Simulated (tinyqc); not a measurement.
# From space width back to amplification rate k_amp

Model: chemically amplified photoresist: aerial image, acid generation, bake, development and line width. Computed by tinyqc, a small Python program. Command: `OMP_NUM_THREADS=1 python tinyqc.py 3008975 3008976 out.jsonl resist inv`. One thread of a shared host (Intel(R) Xeon(R) Processor @ 2.30GHz), about 0.08 s of CPU time with the checks.

Lines and spaces of pitch p with a two-beam-like image; x = 0 is the middle of the bright space. The resist is positive and treated as uniform in depth.

Inputs (values chosen for the exercise, for a model resist at 248 nm):
```
quantity                                         value     unit
pitch p                                            300       nm
image contrast c                                  0.89        -
mean dose E                                       15.2  mJ/cm^2
Dill parameter C                                  0.02  cm^2/mJ
quencher load q, relative to the acid generator  0.085        -
acid diffusivity D                                 7.2   nm^2/s
bake time t                                         60        s
threshold protection m_th                         0.47        -
development selectivity n                            8        -
largest rate r_max                                 450     nm/s
smallest rate r_min                              0.012     nm/s
resist thickness d                                 300       nm
development time t_d                                30        s
```

Method:
- Dose E(x) = E [1 + c cos(2 pi x/p)]; acid h = 1 - exp(-C E(x)).
- Bake: the acid image is blurred by a Gaussian of variance sigma^2 = 2 D t (each Fourier term k of h, taken on 64 points, is multiplied by exp(-4 pi^2 k^2 D t/p^2)).
- The quencher then removes q, h_eff = max(h_blurred - q, 0); protection m = exp(-k_amp t h_eff).
- Mack rate r = r_max (a + 1)(1 - m)^n/(a + (1 - m)^n) + r_min, a = ((n + 1)/(n - 1))(1 - m_th)^n.
- Edge: vertical development clears the film where r t_d >= d; the space width is twice the x where r = d/t_d.
- Dose sensitivity = d ln(width)/d ln E from widths at 1.005 E and E/1.005; image log-slope at the edge = |d ln E/dx|, normalised by the width (NILS); latitude for 10 % of width = 10 %/sensitivity.

Task: A run gave the result below. Find the amplification rate k_amp, known to lie between 0.027 and 0.1 1/s.

space width = 171.7075 nm

Result:

Each step takes the trial c = (a f_b - b f_a)/(f_b - f_a), f being the result less the target and a, b, c the logarithms of the listed values; c replaces end b, the old b replaces a if the sign of f changed, and otherwise f_a is halved.

Scan of the range:
```
amplification rate k_amp (1/s)  space width (nm)
0.0270                                    94.987
0.0336                                   128.528
0.0418                                   152.308
0.0520                                   170.813
0.0646                                   185.765
0.0804                                   198.326
0.1000                                   208.912
```

False position (Illinois rule, in the logarithm of the input) inside the bracket:
```
step      end a      end b      trial  space width (nm)
1     0.0520000  0.0646000  0.0526792           171.792
2     0.0520000  0.0526792  0.0525708           171.637
3     0.0526792  0.0525708  0.0526200           171.708
4     0.0525708  0.0526200  0.0526200           171.708
```

Space width rises at every point of a 13-point scan of the range (every second point is shown), so one value fits; it is bracketed by 0.0520 and 0.0646. Answer: amplification rate k_amp = 0.05262 1/s.

Caution: lateral development, standing waves and the joint diffusion of acid and quencher are left out, so widths are indicative.
